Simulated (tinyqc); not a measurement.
Inside a calculation. Model: two-diode model of a solar cell.

Computed by the program tinyqc: `OMP_NUM_THREADS=1 python tinyqc.py 2280130 2280131 out.jsonl`, one thread of a shared Intel Xeon 2.30GHz, about 0.01 s for the whole run. Printed values are rounded.

J is the current delivered and Vj = V + J Rs the junction voltage. J = X JL - J01 (exp(Vj/(n1 Vt)) - 1) - J02 (exp(Vj/(2 Vt)) - 1) - Vj/Rp. The photocurrent does not depend on voltage.

Inputs (values chosen for the exercise); values of the order met in cells of germanium: temperature T = 300 K; photocurrent at one sun JL = 50.8 mA/cm^2; concentration X = 50 suns; saturation current of the first diode J01 = 2e-6 A/cm^2; ideality factor of the first diode n1 = 1; series resistance Rs = 0 ohm cm^2; shunt resistance Rp = 200 ohm cm^2; incident power at one sun Pin = 100 mW/cm^2; saturation current of the second diode (ideality 2) J02 = 2.6e-6 A/cm^2.

Constants: q = 1.602176634e-19 C, kB = 1.380649e-23 J/K, Vt = kB T/q. Results are converted to the units shown.

## Starting value

Vj = n1 Vt ln(X JL/J01), the open-circuit voltage of the J01 term alone.

Vj at the start = 0.363338 V

## Iteration 1: new Vj

Maximum power: dP/dVj = f = J (1 + 2 Rs G) - G Vj = 0. G = -dJ/dVj = J01 exp(Vj/(n1 Vt))/(n1 Vt) + J02 exp(Vj/(2 Vt))/(2 Vt) + 1/Rp. H = dG/dVj; f' = -2 G - 2 Rs G^2 + (2 Rs J - Vj) H; Vj(new) = Vj - f/f'.

J = -4.74214 mA/cm^2
G = 98.3133 S/cm^2
H = 3801.64 S/(cm^2 V)
f = -35725.6 mA/cm^2
f' = -1577.90 S/cm^2
Vj after iteration 1 = 0.340696 V

## Iteration 2: new Vj

As before.

J = 1478.43 mA/cm^2
G = 40.9661 S/cm^2
H = 1583.74 S/(cm^2 V)
f = -12478.6 mA/cm^2
f' = -621.507 S/cm^2
Vj after iteration 2 = 0.320618 V

## Course of the iteration

Stop when the step is below 1e-10 V, or after 60 iterations.

Course of the iteration:
```
iteration  Vj before the step (V)   step (V)
1                        0.363338    -0.0226
2                        0.340696    -0.0201
3                        0.320618    -0.0147
4                        0.305897   -6.80e-3
5                        0.299096   -1.16e-3
6                        0.297935   -2.88e-5
7                        0.297907   -1.73e-8
8                        0.297907  -6.22e-15
```

Converged in 8 iterations.

## Figures of merit

Jsc at V = 0, Voc at J = 0, the maximum power point where J (1 + 2 Rs G) = G Vj with G = -dJ/dVj; FF = Vmp Jmp/(Voc Jsc); efficiency Vmp Jmp/(X Pin). Empirical fill factor without parasitics FF0 = (v - ln(v + 0.72))/(v + 1), v = Voc/(n1 Vt).

Jsc = 2540 mA/cm^2
Voc = 0.363289 V
Vmp = 0.297907 V
Jmp = 2335.55 mA/cm^2
FF = 0.754021
efficiency = 13.9155 %
FF0 = 0.754676

FF is 0.087 % below FF0. Removing one loss at a time changes the efficiency by: shunt +0.01, second diode +0.00 points.
